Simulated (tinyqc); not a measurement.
# Worked calculation: MOSFET with velocity saturation and source resistance

Program tinyqc, `OMP_NUM_THREADS=1 python tinyqc.py 2500044 2500045 out.jsonl`; Intel Xeon 2.30GHz, shared host, one thread, about 0.01 s. Printed values are rounded.

Strong inversion, charge Q = Cox (Vg - m V) at channel potential V with Vg the gate overdrive, and drift velocity v = mu E/(1 + mu E/vsat). Integrating along the channel gives I = mu Cox (1/L)(Vg Vd - m Vd^2/2)/(1 + Vd/Vc) per width, Vc = vsat L/mu, which peaks at Vdsat. Units: I in uA/um, Rs in ohm um, so the drop over Rs is 1e-6 I Rs volts.

Values chosen for this exercise:

| symbol | value | unit | meaning |
|---|---|---|---|
| Cox | 1.78 | uF/cm^2 | gate capacitance |
| mu0 | 490 | cm^2/(V s) | mobility at low gate voltage |
| th | 0 | 1/V | mobility degradation |
| vsat | 8.8e6 | cm/s | saturation velocity |
| m | 1.45 |  | body factor |
| VT | 0.57 | V | threshold |
| L | 0.05 | um | channel length |
| Rs | 200 | ohm um | source resistance |
| Vgs | 1.8 | V | gate voltage |

Range of the model: At this length velocity overshoot and near-ballistic transport, left out here, matter.

## Saturation without source resistance

Vg = Vgs - VT (0 if negative), mu = mu0/(1 + th Vg), Vc = vsat L/mu, x = sqrt(1 + 2 Vg/(m Vc)), Vdsat = 2 Vg/(m (1 + x)), Isat = Cox vsat Vg (x - 1)/(x + 1) per width. Long-channel limit: mu Cox Vg^2/(2 m L); short-channel limit: Cox vsat Vg.

Vg = 1.23 V
mu = 490 cm^2/(V s)
Vc = 0.08979592 V
Vdsat = 0.3107122 V
Isat = 1220.958 uA/um
long-channel limit = 9100.354 uA/um
short-channel limit = 1926.672 uA/um

Isat is 0.134 of the long-channel and 0.634 of the short-channel limit.

## Iteration 1: saturation current with source resistance

I at the start = 0 uA/um

Vg = Vgs - I Rs - VT (0 if negative), mu = mu0/(1 + th Vg), Vc = vsat L/mu, x = sqrt(1 + 2 Vg/(m Vc)), Vdsat = 2 Vg/(m (1 + x)), Isat = Cox vsat Vg (x - 1)/(x + 1) per width. I(new) = Isat.

Vg = 1.23 V
mu = 490 cm^2/(V s)
Vc = 0.08979592 V
Vdsat = 0.3107122 V
Isat = 1220.958 uA/um
I after iteration 1 = 1220.958 uA/um

## Iteration 2: saturation current with source resistance

As before.

Vg = 0.9858085 V
mu = 490 cm^2/(V s)
Vc = 0.08979592 V
Vdsat = 0.2709838 V
Isat = 928.6902 uA/um
I after iteration 2 = 928.6902 uA/um

## Course of the iteration: saturation current with source resistance

Stop when I changes by less than 1e-6 uA/um, or after 80 iterations.

Course of the iteration:
```
iteration  I (uA/um)  |change| (uA/um)
1           1220.958              1220
2           928.6902               292
3           997.7710              69.1
4           981.3884              16.4
5           985.2706              3.88
6           984.3505             0.920
7           984.5686             0.218
8           984.5169            0.0517
9           984.5291            0.0122
10          984.5262           2.90e-3
11          984.5269           6.88e-4
12          984.5267           1.63e-4
13          984.5268           3.86e-5
14          984.5268           9.16e-6
15          984.5268           2.17e-6
16          984.5268           5.15e-7
```

Converged in 16 iterations. At the end each change is about 0.24 times the one before, with alternating sign: linear convergence. The resistance lowers Isat by 19.4 %.
